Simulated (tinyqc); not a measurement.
Dead time and true rate from two light levels.

Inverse problem. A non-paralysable detector measures m = n/(1 + n td); dark counts are negligible. Find td and the true rate at the lower flux.

measured rates at a photon flux and at four times that flux (1/s): 1.5254237e6  4.1860465e6

Answer. 1/m = 1/n + td, so the difference of the inverse rates is 3/(4 n).

td = 100 ns
n = 1.80e6 1/s

Computed by the program tinyqc: `OMP_NUM_THREADS=1 python tinyqc.py 2630118 2630119 out.jsonl`, one thread of a shared Intel Xeon 2.30GHz, about 0.01 s for the whole run.
